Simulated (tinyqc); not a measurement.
Worked calculation (part 2 of 2): UHF in the 6-31g basis, for H3+, spin multiplicity 1. Computed by tinyqc, a small Python program that keeps every step (integrals from PySCF). Command: `OMP_NUM_THREADS=1 python tinyqc.py 29020 29021 out.jsonl` (the two numbers bound the seeds that draw the settings). One thread of a shared host (Intel(R) Xeon(R) Processor @ 2.60GHz), about 0.1 s of CPU time with the checks.

Geometry (angstrom):
```
atom         x         y          z
H     0.000000  0.000000   0.000000
H     0.000000  0.000000   0.955000
H     0.000000  0.393000  -0.886000
```

## Iteration 2: DIIS over 2 matrices

error matrix X^T (FDS - SDF) X (alpha):
```
           1          2         3          4          5          6
1   0.000000  -0.001774  0.032988   0.008471  -0.007582  -0.015452
2   0.001774   0.000000  0.034008   0.009175  -0.005645  -0.013772
3  -0.032988  -0.034008  0.000000  -0.008215  -0.040384  -0.040143
4  -0.008471  -0.009175  0.008215   0.000000  -0.012259  -0.014157
5   0.007582   0.005645  0.040384   0.012259   0.000000  -0.009690
6   0.015452   0.013772  0.040143   0.014157   0.009690   0.000000
```

B (overlaps of the stored error matrices):
```
               1              2
1  2.9110948e-01  8.2180591e-02
2  8.2180591e-02  2.7409569e-02
```

Minimise |sum c_i e_i|^2 with sum c_i = 1: solve [B -1; -1 0][c; lambda] = [0; -1] with B_ij = tr e_i^T e_j summed over both spins, and take F = sum c_i F_i.

DIIS coefficients: -0.355292  1.355292

extrapolated F(alpha) (hartree):
```
           1H 1s      1H 2s      2H 1s      2H 2s      3H 1s      3H 2s
1H 1s  -0.452754  -0.775773  -0.388399  -0.512074  -0.612521  -0.651129
1H 2s  -0.775773  -0.755519  -0.396079  -0.514717  -0.669202  -0.686800
2H 1s  -0.388399  -0.396079  -0.018235  -0.417117  -0.113033  -0.216516
2H 2s  -0.512074  -0.514717  -0.417117  -0.425553  -0.300438  -0.383196
3H 1s  -0.612521  -0.669202  -0.113033  -0.300438  -0.536910  -0.796012
3H 2s  -0.651129  -0.686800  -0.216516  -0.383196  -0.796012  -0.716698
```

extrapolated F(beta) (hartree):
```
           1H 1s      1H 2s      2H 1s      2H 2s      3H 1s      3H 2s
1H 1s  -0.455641  -0.776934  -0.626079  -0.658011  -0.378244  -0.505454
1H 2s  -0.776934  -0.755043  -0.677027  -0.689245  -0.389007  -0.509668
2H 1s  -0.626079  -0.677027  -0.543087  -0.800477  -0.111047  -0.300063
2H 2s  -0.658011  -0.689245  -0.800477  -0.717661  -0.212985  -0.380578
3H 1s  -0.378244  -0.389007  -0.111047  -0.212985  -0.017957  -0.414006
3H 2s  -0.505454  -0.509668  -0.300063  -0.380578  -0.414006  -0.422284
```

## Iteration 2: diagonalisation and new density

X:
```
           1H 1s      1H 2s      2H 1s      2H 2s      3H 1s      3H 2s
1H 1s   1.281927  -0.606277  -0.067236   0.084412  -0.061294   0.081774
1H 2s  -0.606277   2.836069  -0.015878  -1.112367  -0.017131  -1.095717
2H 1s  -0.067236  -0.015878   1.262336  -0.483765   0.017609   0.055937
2H 2s   0.084412  -1.112367  -0.483765   1.871038   0.055411   0.266076
3H 1s  -0.061294  -0.017131   0.017609   0.055411   1.261355  -0.484133
3H 2s   0.081774  -1.095717   0.055937   0.266076  -0.484133   1.855205
```

Diagonalise F' = X^T F X, C = X C', fill 1 alpha and 1 beta electrons from the bottom; D(s) = C_occ C_occ^T. Each column has its largest component positive (the first on a tie).

F' = X^T F X (alpha) (hartree):
```
           1          2          3          4          5          6
1   0.140818  -0.618409  -0.219103  -0.059152  -0.332849  -0.122335
2  -0.618409   0.080371  -0.090837  -0.157629  -0.205662  -0.217626
3  -0.219103  -0.090837   0.411711  -0.446028   0.048687   0.007133
4  -0.059152  -0.157629  -0.446028   0.051073  -0.008845  -0.077054
5  -0.332849  -0.205662   0.048687  -0.008845   0.000661  -0.597472
6  -0.122335  -0.217626   0.007133  -0.077054  -0.597472  -0.060054
```

orbital energies (alpha) (hartree): MO1 -1.056038, MO2 -0.339846, MO3 -0.027883, MO4 0.516047, MO5 0.656974, MO6 0.875326

coefficients C (alpha):
```
             MO1        MO2        MO3        MO4        MO5        MO6
1H 1s   0.330745  -0.148592   0.269480  -0.574598   0.507008  -1.114310
1H 2s   0.324812  -0.364465   2.071454   0.993049  -0.932461   2.112930
2H 1s   0.080113  -0.264340  -0.089338  -0.315688   0.984275   0.826439
2H 2s  -0.053813  -0.475058  -1.530853  -0.263862  -0.690749  -1.390799
3H 1s   0.385579   0.281270  -0.066174  -0.991300  -0.652751   0.438073
3H 2s   0.218885   0.636976  -1.319894   0.642053   1.144894  -1.019114
```

F' = X^T F X (beta) (hartree):
```
           1          2          3          4          5          6
1   0.139440  -0.617546  -0.345182  -0.121166  -0.208495  -0.059692
2  -0.617546   0.082159  -0.204958  -0.218504  -0.091477  -0.155129
3  -0.345182  -0.204958   0.001008  -0.598762   0.049385  -0.008116
4  -0.121166  -0.218504  -0.598762  -0.056973   0.007575  -0.076389
5  -0.208495  -0.091477   0.049385   0.007575   0.405805  -0.445159
6  -0.059692  -0.155129  -0.008116  -0.076389  -0.445159   0.048775
```

orbital energies (beta) (hartree): MO1 -1.058998, MO2 -0.337637, MO3 -0.028875, MO4 0.513742, MO5 0.661680, MO6 0.870301

coefficients C (beta):
```
             MO1        MO2        MO3        MO4        MO5        MO6
1H 1s   0.332309  -0.141573   0.272458  -0.581281   0.468196  -1.127474
1H 2s   0.318469  -0.353649   2.073034   1.014719  -0.841786   2.141762
2H 1s   0.388979   0.276497  -0.069800  -0.985061  -0.630051   0.485588
2H 2s   0.217771   0.626731  -1.351487   0.629650   1.096605  -1.089692
3H 1s   0.077837  -0.267531  -0.087201  -0.304229   1.024090   0.778640
3H 2s  -0.052172  -0.493652  -1.499337  -0.281050  -0.757921  -1.345184
```

D(alpha) after iteration 2:
```
           1H 1s      1H 2s      2H 1s      2H 2s      3H 1s      3H 2s
1H 1s   0.109392   0.107430   0.026497  -0.017798   0.127528   0.072395
1H 2s   0.107430   0.105503   0.026022  -0.017479   0.125241   0.071097
2H 1s   0.026497   0.026022   0.006418  -0.004311   0.030890   0.017536
2H 2s  -0.017798  -0.017479  -0.004311   0.002896  -0.020749  -0.011779
3H 1s   0.127528   0.125241   0.030890  -0.020749   0.148671   0.084397
3H 2s   0.072395   0.071097   0.017536  -0.011779   0.084397   0.047911
```

D(beta) after iteration 2:
```
           1H 1s      1H 2s      2H 1s      2H 2s      3H 1s      3H 2s
1H 1s   0.110429   0.105830   0.129261   0.072367   0.025866  -0.017337
1H 2s   0.105830   0.101423   0.123878   0.069353   0.024789  -0.016615
2H 1s   0.129261   0.123878   0.151305   0.084708   0.030277  -0.020294
2H 2s   0.072367   0.069353   0.084708   0.047424   0.016951  -0.011362
3H 1s   0.025866   0.024789   0.030277   0.016951   0.006059  -0.004061
3H 2s  -0.017337  -0.016615  -0.020294  -0.011362  -0.004061   0.002722
```

## Iteration 12 (converged): orbitals

converged F(alpha) (hartree):
```
           1H 1s      1H 2s      2H 1s      2H 2s      3H 1s      3H 2s
1H 1s  -0.460817  -0.804862  -0.522464  -0.607375  -0.510845  -0.600700
1H 2s  -0.804862  -0.786610  -0.552588  -0.626079  -0.544921  -0.622062
2H 1s  -0.522464  -0.552588  -0.269536  -0.606154  -0.136421  -0.282885
2H 2s  -0.607375  -0.626079  -0.606154  -0.580989  -0.281072  -0.409314
3H 1s  -0.510845  -0.544921  -0.136421  -0.281072  -0.266109  -0.601957
3H 2s  -0.600700  -0.622062  -0.282885  -0.409314  -0.601957  -0.578189
```

converged F(beta) (hartree):
```
           1H 1s      1H 2s      2H 1s      2H 2s      3H 1s      3H 2s
1H 1s  -0.460817  -0.804862  -0.522466  -0.607377  -0.510843  -0.600699
1H 2s  -0.804862  -0.786610  -0.552590  -0.626081  -0.544919  -0.622060
2H 1s  -0.522466  -0.552590  -0.269540  -0.606157  -0.136421  -0.282886
2H 2s  -0.607377  -0.626081  -0.606157  -0.580992  -0.281071  -0.409314
3H 1s  -0.510843  -0.544919  -0.136421  -0.281071  -0.266105  -0.601954
3H 2s  -0.600699  -0.622060  -0.282886  -0.409314  -0.601954  -0.578186
```

As before.

F' = X^T F X (alpha) (hartree):
```
           1          2          3          4          5          6
1   0.159769  -0.642297  -0.289455  -0.096919  -0.278159  -0.097892
2  -0.642297   0.077006  -0.155162  -0.194723  -0.155550  -0.192777
3  -0.289455  -0.155162   0.217549  -0.511141   0.036415  -0.011847
4  -0.096919  -0.194723  -0.511141  -0.004499  -0.011854  -0.088172
5  -0.278159  -0.155550   0.036415  -0.011854   0.214361  -0.510139
6  -0.097892  -0.192777  -0.011847  -0.088172  -0.510139  -0.006661
```

orbital energies (alpha) (hartree): MO1 -1.002806, MO2 -0.370101, MO3 -0.027742, MO4 0.541467, MO5 0.632099, MO6 0.884609

coefficients C (alpha):
```
            MO1        MO2        MO3        MO4        MO5        MO6
1H 1s  0.351478  -0.003103   0.264772  -0.622723   0.013740  -1.204730
1H 2s  0.384538  -0.003928   2.122284   1.085806  -0.036022   2.239892
2H 1s  0.227574  -0.306644  -0.076489  -0.732050   0.885163   0.603863
2H 2s  0.077775  -0.573046  -1.457472   0.207112  -1.009834  -1.237679
3H 1s  0.224230   0.310746  -0.073747  -0.711471  -0.929994   0.556299
3H 2s  0.078469   0.586393  -1.425751   0.184215   1.072157  -1.179467
```

F' = X^T F X (beta) (hartree):
```
           1          2          3          4          5          6
1   0.159769  -0.642297  -0.289456  -0.096920  -0.278158  -0.097891
2  -0.642297   0.077006  -0.155163  -0.194723  -0.155549  -0.192776
3  -0.289456  -0.155163   0.217546  -0.511142   0.036415  -0.011847
4  -0.096920  -0.194723  -0.511142  -0.004500  -0.011854  -0.088172
5  -0.278158  -0.155549   0.036415  -0.011854   0.214364  -0.510137
6  -0.097891  -0.192776  -0.011847  -0.088172  -0.510137  -0.006660
```

orbital energies (beta) (hartree): MO1 -1.002806, MO2 -0.370101, MO3 -0.027742, MO4 0.541466, MO5 0.632099, MO6 0.884609

coefficients C (beta):
```
            MO1        MO2        MO3        MO4        MO5        MO6
1H 1s  0.351478  -0.003101   0.264772  -0.622723   0.013732  -1.204730
1H 2s  0.384538  -0.003923   2.122284   1.085807  -0.036008   2.239892
2H 1s  0.227576  -0.306644  -0.076489  -0.732058   0.885157   0.603861
2H 2s  0.077777  -0.573047  -1.457471   0.207121  -1.009835  -1.237678
3H 1s  0.224227   0.310746  -0.073747  -0.711463  -0.930000   0.556301
3H 2s  0.078466   0.586392  -1.425752   0.184204   1.072156  -1.179469
```

D(alpha) after iteration 12:
```
          1H 1s     1H 2s     2H 1s     2H 2s     3H 1s     3H 2s
1H 1s  0.123537  0.135157  0.079987  0.027336  0.078812  0.027580
1H 2s  0.135157  0.147869  0.087511  0.029907  0.086225  0.030174
2H 1s  0.079987  0.087511  0.051790  0.017699  0.051029  0.017857
2H 2s  0.027336  0.029907  0.017699  0.006049  0.017439  0.006103
3H 1s  0.078812  0.086225  0.051029  0.017439  0.050279  0.017595
3H 2s  0.027580  0.030174  0.017857  0.006103  0.017595  0.006157
```

D(beta) after iteration 12:
```
          1H 1s     1H 2s     2H 1s     2H 2s     3H 1s     3H 2s
1H 1s  0.123537  0.135157  0.079988  0.027337  0.078811  0.027579
1H 2s  0.135157  0.147870  0.087512  0.029908  0.086224  0.030173
2H 1s  0.079988  0.087512  0.051791  0.017700  0.051029  0.017857
2H 2s  0.027337  0.029908  0.017700  0.006049  0.017440  0.006103
3H 1s  0.078811  0.086224  0.051029  0.017440  0.050278  0.017594
3H 2s  0.027579  0.030173  0.017857  0.006103  0.017594  0.006157
```

## Convergence

Stop when the energy changes by less than 1e-10 hartree and every element of the error matrix X^T (F D S - S D F) X (for each spin) is below 3e-06.

Course of the cycle:
```
iteration  E (hartree)     change  largest element of the error matrix
1          -0.99077367          -                             1.52e-01
2          -1.16100832  -1.70e-01                             4.17e-02
3          -1.18878112  -2.78e-02                             1.56e-02
4          -1.19680124  -8.02e-03                             1.02e-02
5          -1.20307079  -6.27e-03                             3.46e-03
6          -1.20438049  -1.31e-03                             1.78e-03
7          -1.20507594  -6.95e-04                             3.89e-04
8          -1.20512267  -4.67e-05                             3.46e-05
9          -1.20512173   9.40e-07                             5.47e-05
10         -1.20512269  -9.67e-07                             2.35e-06
11         -1.20512269  -6.98e-10                             6.05e-07
12         -1.20512269  -1.43e-11                             1.28e-07
```

PySCF UHF in the same basis, after a stability check = -1.20512269 hartree

Converged in 12 iterations.

## Populations, bond orders and dipole

overlap S:
```
          1H 1s     1H 2s     2H 1s     2H 2s     3H 1s     3H 2s
1H 1s  1.000000  0.658292  0.283336  0.429062  0.273590  0.423580
1H 2s  0.658292  1.000000  0.429062  0.769024  0.423580  0.762976
2H 1s  0.283336  0.429062  1.000000  0.658292  0.011892  0.125155
2H 2s  0.429062  0.769024  0.658292  1.000000  0.125155  0.360423
3H 1s  0.273590  0.423580  0.011892  0.125155  1.000000  0.658292
3H 2s  0.423580  0.762976  0.125155  0.360423  0.658292  1.000000
```

Mulliken: Z minus the diagonal of D S on the atom; Loewdin: the same with S^(1/2) D S^(1/2); Mayer order: 2 sum_s sum (D(s) S)_ij (D(s) S)_ji over the two atoms.

Charges (e):
```
atom   Mulliken    Loewdin  Mulliken spin
1H    -0.274160  -0.067914      -4.70e-07
2H     0.633387   0.528855      -3.91e-06
3H     0.640773   0.539058       4.38e-06
```

Mayer bond orders:
```
pair     order
2-1   0.467124
3-1   0.457712
3-2   0.131697
```

dipole moment about the origin, x y z (debye): 0.000000  1.150730  0.161902

<S^2> of the determinant (pure state: 0) = 3.23e-11
